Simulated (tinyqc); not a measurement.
Minority-electron transport through the base of a bipolar transistor (Moll-Ross and Kroemer integrals): one step, computed by the program tinyqc. Command: `OMP_NUM_THREADS=1 python tinyqc.py 3003665 3003666 out.jsonl base walk`. One thread of a shared host (Intel(R) Xeon(R) Processor @ 2.30GHz), about 0.01 s of CPU time with the checks.

Low injection, one dimension, x from the emitter edge (0) to the collector edge (W), s = x/W. Recombination is treated as a small correction (valid for tau_B well below tau_n), computed from the stored charge.

Question. Gain and speed. Emitter-limited gain beta_E = G_E/G_B; recombination-limited gain beta_R = tau_n/tau_B; 1/beta = 1/beta_E + 1/beta_R; f_T from the base alone = 1/(2 pi tau_B).

Inputs (values chosen for the exercise, modelled on silicon): electron lifetime tau_n = 17 ns; emitter Gummel number G_E = 1.2e+14 s/cm^4; temperature T = 300 K.

Base doping profile: uniform. Gap grading: none. Exit of the base: infinite sink.

base Gummel number G_B = 9.092398e+12 s/cm^4

base transit time tau_B = 5.534503 ps

Give: beta_E; beta_R; current gain beta; f_T from the base alone.

Answer.

beta_E = 13.20

beta_R = 3072

current gain beta = 13.14

f_T from the base alone = 28.76 GHz

The gain is limited mainly by hole injection into the emitter (100 % of the base current).
